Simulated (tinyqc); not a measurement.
Vibrations of a mass or spring defect in a linear chain. Changing the defect mass M'. Computed by tinyqc, a small Python program. Command: `OMP_NUM_THREADS=1 python tinyqc.py 3021486 3021487 out.jsonl localmode sweep`. One thread of a shared host (Intel(R) Xeon(R) Processor @ 2.30GHz), about 0.03 s of CPU time with the checks.

A ring of N atoms with nearest-neighbour springs k and motion along the chain. Atom 1 is the defect, of mass M', and its two springs are k'. All other atoms have the mass M.

Inputs (values chosen for the exercise, for a model chain): spring constant k = 6.29 eV/angstrom^2; host mass M = 104 u; spring ratio k'/k at the defect = 1.

Host: monatomic.

Constants: nu for 1 eV/(angstrom^2 u) = 15.6333042 THz.

Method:
- Host band: lambda from 0 to 4k/M.
- nu = 15.6333042 THz x sqrt(lambda), lambda in eV/(angstrom^2 u).
- D_ii = (sum of the two springs at i)/M_i, D_ij = -k_ij/sqrt(M_i M_j) for neighbours, closed into a ring.
- The same matrix for 120 atoms; amplitudes are the mass-weighted eigenvector, in size, relative to the defect, for the highest mode; its weight is the squared component of the normalised eigenvector on the defect.

One run for each value; columns: (1) defect mass M' (u); (2) ratio to the top of the host band; (3) weight of the highest mode on the defect; (4) highest frequency, long ring (THz):
```
(1)      (2)        (3)    (4)
4.2    3.555  9.794e-01  27.33
6.6    2.853  9.672e-01  21.93
10.0   2.337  9.495e-01  17.97
17.0   1.825  9.110e-01  14.03
26.0   1.512  8.571e-01  11.63
41.0   1.257  7.545e-01   9.66
66.0   1.074  5.352e-01   8.26
100.0  1.001  7.397e-02   7.70
160.0  1.000  1.446e-05   7.69
260.0  1.000  3.121e-06   7.69
```

What does the table show, and why?

Over the rows, ratio to the top of the host band falls from 3.55 to 1.000; weight of the highest mode on the defect falls from 0.979 to 3.12e-6 (exponent d ln y / d ln x -0.028 between the first rows and -3.2 between the last); highest frequency, long ring (THz) falls from 27.3 to 7.69. At the low end the exponent of highest frequency, long ring is -0.49, close to -0.50: a very light atom vibrates against nearly fixed neighbours. At the high end the exponent of highest frequency, long ring is 0.00, close to 0: the defect atom hardly takes part in the top mode. A mode above the band (ratio over 1.0005) appears for M' up to 100 u among these rows, 0.96 of the mass replaced. In this chain any lighter mass binds a mode, ever more weakly as it nears M.

Extremes, crossings and ranges named in words are read from the listed rows.
